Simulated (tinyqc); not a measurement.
Coupled-perturbed Hartree-Fock on RHF in the 3-21g basis, for H3-, spin multiplicity 1, step by step. The basis has no diffuse functions, so it cannot describe the extra electron: this is an exercise in the method, not the real anion. Computed by tinyqc, a small Python program that keeps every step (integrals from PySCF). Settings: charge = -1, multiplicity = 1, basis = 3-21g, method = RHF, energy threshold = 1e-10, iteration cap = 75, orthogonalisation = canonical, start = Wolfsberg-Helmholz matrix, DIIS depth = 6. Command: `OMP_NUM_THREADS=1 python tinyqc.py 31059 31060 out.jsonl` (the two numbers bound the seeds that draw the settings). One thread of a shared host (Intel(R) Xeon(R) Processor @ 2.60GHz), about 0.1 s of CPU time with the checks. The early iterations of the SCF are left out here.

## One-electron integrals

Geometry (angstrom):

| atom | x | y | z |
|---|---|---|---|
| H | 0.000000 | 0.000000 | 0.000000 |
| H | 0.000000 | 0.000000 | 1.248000 |
| H | 0.000000 | 0.000000 | -1.248000 |

Basis 3-21g: exponents (1/bohr^2) and contraction coefficients of normalised primitives:

| element | l (shell) | exponent | coefficient |
|---|---|---|---|
| H | s (1) | 5.447178 | 0.156285 |
| H | s (1) | 0.824547 | 0.904691 |
| H | s (2) | 0.183192 | 1.000000 |

Overlap, kinetic and nuclear-attraction integrals over the contracted functions; the nuclear repulsion is the sum of Za Zb / Rab.

nuclear repulsion = 1.06005050 hartree

overlap S, lower triangle:
```
          1H 1s     1H 2s     2H 1s     2H 2s     3H 1s     3H 2s
1H 1s  1.000000
1H 2s  0.645899  1.000000
2H 1s  0.085558  0.278584  1.000000
2H 2s  0.278584  0.600825  0.645899  1.000000
3H 1s  0.085558  0.278584  0.000085  0.022473  1.000000
3H 2s  0.278584  0.600825  0.022473  0.130314  0.645899  1.000000
```

kinetic energy T (hartree), lower triangle:
```
           1H 1s     1H 2s      2H 1s      2H 2s     3H 1s     3H 2s
1H 1s   1.549405
1H 2s   0.293152  0.274788
2H 1s  -0.064441  0.055432   1.549405
2H 2s   0.055432  0.109026   0.293152   0.274788
3H 1s  -0.064441  0.055432  -0.000538  -0.012563  1.549405
3H 2s   0.055432  0.109026  -0.012563  -0.012839  0.293152  0.274788
```

nuclear attraction V (hartree), lower triangle:
```
           1H 1s      1H 2s      2H 1s      2H 2s      3H 1s      3H 2s
1H 1s  -2.568945
1H 2s  -1.329988  -1.494149
2H 1s  -0.168169  -0.523897  -2.356942
2H 2s  -0.559735  -0.869734  -1.193262  -1.300575
3H 1s  -0.168169  -0.523897  -0.000195  -0.041567  -2.356942
3H 2s  -0.559735  -0.869734  -0.041567  -0.194709  -1.193262  -1.300575
```

core Hamiltonian H = T + V (hartree), lower triangle:
```
           1H 1s      1H 2s      2H 1s      2H 2s      3H 1s      3H 2s
1H 1s  -1.019541
1H 2s  -1.036836  -1.219361
2H 1s  -0.232610  -0.468466  -0.807537
2H 2s  -0.504303  -0.760708  -0.900111  -1.025787
3H 1s  -0.232610  -0.468466  -0.000734  -0.054130  -0.807537
3H 2s  -0.504303  -0.760708  -0.054130  -0.207547  -0.900111  -1.025787
```

## Two-electron integrals

Functions are numbered as in S; the eight-fold symmetry (ij|kl) = (ji|kl) = (kl|ij) leaves the list below.

Two-electron integrals (ij|kl) in chemists' order, unique and non-zero (hartree):
```
(11|11) 1.140145   (21|11) 0.611403   (21|21) 0.345152   (22|11) 0.626370
(22|21) 0.380329   (22|22) 0.482957   (31|11) 0.064602   (31|21) 0.038545
(31|22) 0.046375   (31|31) 0.007474   (32|11) 0.139625   (32|21) 0.088090
(32|22) 0.121378   (32|31) 0.019088   (32|32) 0.063684   (33|11) 0.423306
(33|21) 0.272012   (33|22) 0.396679   (33|31) 0.064602   (33|32) 0.252912
(33|33) 1.140145   (41|11) 0.252912   (41|21) 0.144128   (41|22) 0.161361
(41|31) 0.019088   (41|32) 0.044560   (41|33) 0.139625   (41|41) 0.063684
(42|11) 0.328759   (42|21) 0.202621   (42|22) 0.267308   (42|31) 0.031746
(42|32) 0.093352   (42|33) 0.328759   (42|41) 0.093352   (42|42) 0.174343
(43|11) 0.272012   (43|21) 0.174008   (43|22) 0.251382   (43|31) 0.038545
(43|32) 0.144128   (43|33) 0.611403   (43|41) 0.088090   (43|42) 0.202621
(43|43) 0.345152   (44|11) 0.396679   (44|21) 0.251382   (44|22) 0.358963
(44|31) 0.046375   (44|32) 0.161361   (44|33) 0.626370   (44|41) 0.121378
(44|42) 0.267308   (44|43) 0.380329   (44|44) 0.482957   (51|11) 0.064602
(51|21) 0.038545   (51|22) 0.046375   (51|31) 0.003128   (51|32) 0.007650
(51|33) 0.024238   (51|41) 0.014020   (51|42) 0.020357   (51|43) 0.015654
(51|44) 0.024080   (51|51) 0.007474   (52|11) 0.139625   (52|21) 0.088090
(52|22) 0.121378   (52|31) 0.007650   (52|32) 0.019959   (52|33) 0.064750
(52|41) 0.032418   (52|42) 0.052422   (52|43) 0.041821   (52|44) 0.064646
(52|51) 0.019088   (52|52) 0.063684   (53|11) 0.000091   (53|21) 0.000050
(53|22) 0.000053   (53|31) 0.000005   (53|32) 0.000012   (53|33) 0.000036
(53|41) 0.000021   (53|42) 0.000028   (53|43) 0.000023   (53|44) 0.000034
(53|51) 0.000005   (53|52) 0.000012   (53|53) 7.41e-09   (54|11) 0.013603
(54|21) 0.008383   (54|22) 0.010872   (54|31) 0.000714   (54|32) 0.001808
(54|33) 0.005797   (54|41) 0.003086   (54|42) 0.004766   (54|43) 0.003744
(54|44) 0.005771   (54|51) 0.001679   (54|52) 0.004944   (54|53) 1.15e-06
(54|54) 0.000408   (55|11) 0.423306   (55|21) 0.272012   (55|22) 0.396679
(55|31) 0.024238   (55|32) 0.064750   (55|33) 0.212010   (55|41) 0.100447
(55|42) 0.168886   (55|43) 0.136937   (55|44) 0.211962   (55|51) 0.064602
(55|52) 0.252912   (55|53) 0.000036   (55|54) 0.018128   (55|55) 1.140145
(61|11) 0.252912   (61|21) 0.144128   (61|22) 0.161361   (61|31) 0.014020
(61|32) 0.032418   (61|33) 0.100447   (61|41) 0.057148   (61|42) 0.079904
(61|43) 0.064667   (61|44) 0.096454   (61|51) 0.019088   (61|52) 0.044560
(61|53) 0.000021   (61|54) 0.004169   (61|55) 0.139625   (61|61) 0.063684
(62|11) 0.328759   (62|21) 0.202621   (62|22) 0.267308   (62|31) 0.020357
(62|32) 0.052422   (62|33) 0.168886   (62|41) 0.079904   (62|42) 0.129582
(62|43) 0.108692   (62|44) 0.164364   (62|51) 0.031746   (62|52) 0.093352
(62|53) 0.000028   (62|54) 0.007829   (62|55) 0.328759   (62|61) 0.093352
(62|62) 0.174343   (63|11) 0.013603   (63|21) 0.008383   (63|22) 0.010872
(63|31) 0.001679   (63|32) 0.004944   (63|33) 0.018128   (63|41) 0.004169
(63|42) 0.007829   (63|43) 0.010595   (63|44) 0.012400   (63|51) 0.000714
(63|52) 0.001808   (63|53) 1.15e-06   (63|54) 0.000166   (63|55) 0.005797
(63|61) 0.003086   (63|62) 0.004766   (63|63) 0.000408   (64|11) 0.081625
(64|21) 0.049562   (64|22) 0.062936   (64|31) 0.006043   (64|32) 0.015817
(64|33) 0.051693   (64|41) 0.021028   (64|42) 0.034834   (64|43) 0.032759
(64|44) 0.046778   (64|51) 0.006043   (64|52) 0.015817   (64|53) 0.000007
(64|54) 0.001417   (64|55) 0.051693   (64|61) 0.021028   (64|62) 0.034834
(64|63) 0.001417   (64|64) 0.008201   (65|11) 0.272012   (65|21) 0.174008
(65|22) 0.251382   (65|31) 0.015654   (65|32) 0.041821   (65|33) 0.136937
(65|41) 0.064667   (65|42) 0.108692   (65|43) 0.088447   (65|44) 0.136866
(65|51) 0.038545   (65|52) 0.144128   (65|53) 0.000023   (65|54) 0.010595
(65|55) 0.611403   (65|61) 0.088090   (65|62) 0.202621   (65|63) 0.003744
(65|64) 0.032759   (65|65) 0.345152   (66|11) 0.396679   (66|21) 0.251382
(66|22) 0.358963   (66|31) 0.024080   (66|32) 0.064646   (66|33) 0.211962
(66|41) 0.096454   (66|42) 0.164364   (66|43) 0.136866   (66|44) 0.211098
(66|51) 0.046375   (66|52) 0.161361   (66|53) 0.000034   (66|54) 0.012400
(66|55) 0.626370   (66|61) 0.121378   (66|62) 0.267308   (66|63) 0.005771
(66|64) 0.046778   (66|65) 0.380329   (66|66) 0.482957
```

## Orthogonalisation

S = U s U^T; canonical form X = U s^(-1/2), so that X^T S X = 1. Each column of U has its largest component positive (the first on a tie).

eigenvalues of S: 0.120494  0.307984  0.396130  0.970650  1.561617  2.643125

X:
```
               1          2          3          4          5         6
1H 1s  -0.786019   0.000000   0.861073   0.699958   0.000000  0.243164
1H 2s   2.054720   0.000000  -0.550832   0.235146   0.000000  0.346547
2H 1s   0.381978  -0.852882   0.694147  -0.463186   0.420382  0.177531
2H 2s  -1.258499   0.946602  -0.507878  -0.167213   0.378761  0.260847
3H 1s   0.381978   0.852882   0.694147  -0.463186  -0.420382  0.177531
3H 2s  -1.258499  -0.946602  -0.507878  -0.167213  -0.378761  0.260847
```

## Starting guess

The start is the generalised Wolfsberg-Helmholz matrix (K = 1.75) built on H; D = 2 C_occ C_occ^T.

D at the start, lower triangle:
```
          1H 1s     1H 2s      2H 1s      2H 2s     3H 1s     3H 2s
1H 1s  0.134449
1H 2s  0.252600  0.474581
2H 1s  0.019803  0.037205   0.252832
2H 2s  0.124506  0.233919   0.336830   0.521184
3H 1s  0.019803  0.037205  -0.246999  -0.300154  0.252832
3H 2s  0.124506  0.233919  -0.300154  -0.290588  0.336830  0.521184
```

## Iteration 7 (converged): orbitals

converged F (hartree), lower triangle:
```
           1H 1s      1H 2s      2H 1s      2H 2s      3H 1s      3H 2s
1H 1s   0.587935
1H 2s  -0.187088  -0.052372
2H 1s  -0.213160  -0.213338   0.587847
2H 2s  -0.210485  -0.135853  -0.206316  -0.025492
3H 1s  -0.213160  -0.213338   0.018044  -0.031392   0.587847
3H 2s  -0.210485  -0.135853  -0.031392  -0.072760  -0.206316  -0.025492
```

Diagonalise F' = X^T F X, C = X C', fill 2 alpha and 2 beta electrons from the bottom; D = 2 C_occ C_occ^T. Each column has its largest component positive (the first on a tie).

F' = X^T F X (hartree), lower triangle:
```
           1          2          3         4         5          6
1   1.227693
2   0.000000   1.478561
3  -0.090488   0.000000   1.498739
4  -0.497967   0.000000  -0.065485  0.893698
5   0.000000  -0.400897   0.000000  0.000000  0.103546
6   0.009133   0.000000   0.080731  0.005252  0.000000  -0.214100
```

orbital energies (hartree): MO1 -0.218201, MO2 -0.004802, MO3 0.524382, MO4 1.499852, MO5 1.586908, MO6 1.599997

coefficients C:
```
            MO1        MO2        MO3        MO4        MO5        MO6
1H 1s  0.202679   0.000000   0.202403   0.400385   0.000000  -1.290732
1H 2s  0.340399   0.000000   1.337715  -0.058898   0.000000   1.670884
2H 1s  0.144850   0.183303  -0.071939   0.879699   0.933021   0.271620
2H 2s  0.305057   0.612613  -0.916183  -0.714484  -0.814997  -0.703437
3H 1s  0.144850  -0.183303  -0.071939   0.879699  -0.933021   0.271620
3H 2s  0.305057  -0.612613  -0.916183  -0.714484   0.814997  -0.703437
```

D after iteration 7, lower triangle:
```
          1H 1s     1H 2s      2H 1s      2H 2s     3H 1s     3H 2s
1H 1s  0.082158
1H 2s  0.137984  0.231743
2H 1s  0.058716  0.098614   0.109164
2H 2s  0.123657  0.207682   0.312963   0.936709
3H 1s  0.058716  0.098614  -0.025237  -0.136213  0.109164
3H 2s  0.123657  0.207682  -0.136213  -0.564470  0.312963  0.936709
```

## Convergence

Stop when the energy changes by less than 1e-10 hartree and every element of the error matrix X^T (F D S - S D F) X is below 3e-06.

Course of the cycle:

| iteration | E (hartree) | change | largest element of the error matrix |
|---|---|---|---|
| 1 | -1.37092976 | - | 5.01e-01 |
| 2 | -1.52617160 | -1.55e-01 | 6.10e-02 |
| 3 | -1.53007073 | -3.90e-03 | 5.41e-03 |
| 4 | -1.53009463 | -2.39e-05 | 4.04e-04 |
| 5 | -1.53009475 | -1.16e-07 | 1.73e-05 |
| 6 | -1.53009475 | -1.33e-10 | 5.47e-08 |
| 7 | -1.53009475 | -3.55e-15 | 3.77e-09 |

PySCF RHF in the same basis = -1.53009475 hartree

Converged in 7 iterations.

## Populations, bond orders and dipole

Mulliken: Z minus the diagonal of D S on the atom; Loewdin: the same with S^(1/2) D S^(1/2); Mayer order: 2 sum_s sum (D(s) S)_ij (D(s) S)_ji over the two atoms.

Charges (e):

| atom | Mulliken | Loewdin |
|---|---|---|
| 1H | 0.124401 | 0.095652 |
| 2H | -0.562201 | -0.547826 |
| 3H | -0.562201 | -0.547826 |

Mayer bond orders:

| pair | order |
|---|---|
| 2-1 | 0.492262 |
| 3-1 | 0.492262 |
| 3-2 | 0.165709 |

dipole moment about the origin, x y z (debye): 0.000000  0.000000  0.000000

## Integrals over molecular orbitals

(pq|rs) = sum C_ip C_jq C_kr C_ls (ij|kl), one index at a time.

one-electron integrals over orbitals h = C^T H C (hartree), lower triangle:
```
           1          2          3          4         5          6
1  -1.318768
2   0.000000  -1.048375
3  -0.135039   0.000000  -0.818480
4  -0.132494   0.000000   0.110083  -0.011503
5   0.000000  -0.173238   0.000000   0.000000  0.081494
6   0.057370   0.000000   0.215672   0.022445  0.000000  -0.020479
```

Two-electron integrals over orbitals (pq|rs), unique and non-zero (hartree):
```
(11|11) 0.454420    (21|21) 0.127471    (22|11) 0.386809    (22|22) 0.397426
(31|11) 0.069835    (31|22) -0.012782   (31|31) 0.087362    (32|21) -0.090769
(32|32) 0.085555    (33|11) 0.401741    (33|22) 0.356148    (33|31) 0.047658
(33|33) 0.378492    (41|11) 0.060523    (41|22) 0.065981    (41|31) -0.006550
(41|33) 0.044921    (41|41) 0.049406    (42|21) 0.059991    (42|32) -0.039322
(42|42) 0.069746    (43|11) -0.034573   (43|22) -0.043404   (43|31) 0.009429
(43|33) -0.020483   (43|41) -0.024348   (43|43) 0.028326    (44|11) 0.404354
(44|22) 0.410901    (44|31) -0.008170   (44|33) 0.363744    (44|41) 0.092287
(44|43) -0.062559   (44|44) 0.464779    (51|21) 0.044888    (51|32) -0.031251
(51|42) 0.054704    (51|51) 0.043545    (52|11) 0.067760    (52|22) 0.082607
(52|31) -0.016389   (52|33) 0.046498    (52|41) 0.057490    (52|43) -0.039428
(52|44) 0.118046    (52|52) 0.074864    (53|21) -0.027077   (53|32) 0.011937
(53|42) -0.040056   (53|51) -0.030419   (53|53) 0.027540    (54|21) 0.168241
(54|32) -0.127831   (54|42) 0.111092    (54|51) 0.086505    (54|53) -0.053414
(54|54) 0.270607    (55|11) 0.394603    (55|22) 0.417308    (55|31) -0.025318
(55|33) 0.357118    (55|41) 0.097512    (55|43) -0.066187   (55|44) 0.473822
(55|52) 0.125894    (55|55) 0.487287    (61|11) -0.042588   (61|22) 0.006077
(61|31) -0.051491   (61|33) -0.045593   (61|41) -0.005664   (61|43) -0.022745
(61|44) 0.009135    (61|52) 0.013950    (61|55) 0.019158    (61|61) 0.071335
(62|21) 0.026937    (62|32) -0.011704   (62|42) 0.025913    (62|51) 0.019944
(62|53) -0.017198   (62|54) 0.044200    (62|62) 0.015385    (63|11) -0.099604
(63|22) -0.039829   (63|31) -0.062592   (63|33) -0.077244   (63|41) -0.033153
(63|43) -0.000165   (63|44) -0.055724   (63|52) -0.023296   (63|55) -0.045396
(63|61) 0.066231    (63|63) 0.090980    (64|11) -0.026884   (64|22) 0.025786
(64|31) -0.055984   (64|33) -0.020545   (64|41) 0.019392    (64|43) -0.016531
(64|44) 0.036337    (64|52) 0.030852    (64|55) 0.050787    (64|61) 0.039295
(64|63) 0.036685    (64|64) 0.049259    (65|21) 0.056297    (65|32) -0.045761
(65|42) 0.039129    (65|51) 0.031148    (65|53) -0.016316   (65|54) 0.092470
(65|62) 0.012485    (65|65) 0.034567    (66|11) 0.496042    (66|22) 0.357556
(66|31) 0.145566    (66|33) 0.445560    (66|41) 0.062960    (66|43) -0.006414
(66|44) 0.384855    (66|52) 0.046557    (66|55) 0.357299    (66|61) -0.134307
(66|63) -0.188738   (66|64) -0.092427   (66|66) 0.690661
```

## Response to a field: uncoupled start

dipole integrals <a|z|i> (bohr):
```
           i1         i2
a3   0.000000  -1.900918
a4   0.000000  -0.098471
a5  -0.048970   0.000000
a6   0.000000  -0.151237
```

Field along z; U_ai = -mu_ai / (e_a - e_i), alpha = -4 sum U_ai mu_ai.

uncoupled U:
```
          i1        i2
a3  0.000000  3.592171
a4  0.000000  0.065444
a5  0.027128  0.000000
a6  0.000000  0.094240
```

uncoupled polarisability = 27.401786 bohr^3

## Coupled step 1

U_ai = -(mu_ai + sum_bj [4 (ai|bj) - (ab|ij) - (aj|bi)] U_bj) / (e_a - e_i); alpha = -4 sum U_ai mu_ai.

U after step 1:
```
          i1        i2
a3  0.000000  4.280036
a4  0.000000  0.249090
a5  0.193107  0.000000
a6  0.000000  0.099690
```

polarisability = 32.740229 bohr^3

## Coupled step 2

As before.

U after step 2:
```
          i1        i2
a3  0.000000  4.460751
a4  0.000000  0.308364
a5  0.249124  0.000000
a6  0.000000  0.091795
```

polarisability = 34.143868 bohr^3

## Coupled polarisability

Repeat until U stops changing; compare with -d2E/dF2.

Course of the coupled iterations:

| step | alpha (bohr^3) |
|---|---|
| 0 | 27.401786 |
| 1 | 32.740229 |
| 2 | 34.143868 |
| 3 | 34.539366 |
| 4 | 34.652697 |
| 5 | 34.685376 |
| 6 | 34.694830 |
| 7 | 34.697571 |
| 8 | 34.698367 |
| 9 | 34.698598 |
| 10 | 34.698665 |
| 11 | 34.698685 |
| 12 | 34.698690 |
| 13 | 34.698692 |
| 14 | 34.698693 |
| 15 | 34.698693 |
| 16 | 34.698693 |

coupled polarisability = 34.698693 bohr^3

finite-field check, fields of +/-0.001 au = 34.698284 bohr^3
